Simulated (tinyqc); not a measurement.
Single-band model of a thermoelectric material: one step, computed by the program tinyqc. Command: `OMP_NUM_THREADS=1 python tinyqc.py 3022418 3022419 out.jsonl thermo walk`. One thread of a shared host (Intel(R) Xeon(R) Processor @ 2.30GHz), about 0.01 s of CPU time with the checks.

One spherical band, one scattering law, no minority carriers and no phonon drag. In a real material minority carriers limit |S| to about E_g/(2 e T), so larger values are formal. eta = E_F/(k_B T) is counted from the band edge; f = 1/(1 + exp(x - eta)).

Task: Limiting formulas for the Seebeck coefficient. Classical: |S| = (k_B/e)[r + 5/2 - ln(n/N_c)], N_c = (3 sqrt(pi)/4) N_0. Degenerate (Mott): |S| = (pi^2/3)(k_B/e)(r + 3/2)/eta_F, eta_F = (n/N_0)^(2/3).

Inputs (values chosen for the exercise, for a model material): carrier density n = 5.4e+18 1/cm^3; temperature T = 770 K.

Band: parabolic. Scattering: acoustic phonons, r = -0.5.

Seebeck coefficient |S| = 242.3593 microvolt/K

N_0 = 8.562129e+18 1/cm^3

Constants: k_B = 8.617333262e-05 eV/K.

Give: Seebeck coefficients.

Result:

Seebeck coefficients:

| formula | \|S\| (microvolt/K) | deviation (%) |
|---|---|---|
| full integral | 242.4 | 0.00 |
| classical | 236.6 | -2.38 |
| degenerate | 385.5 | 59.06 |
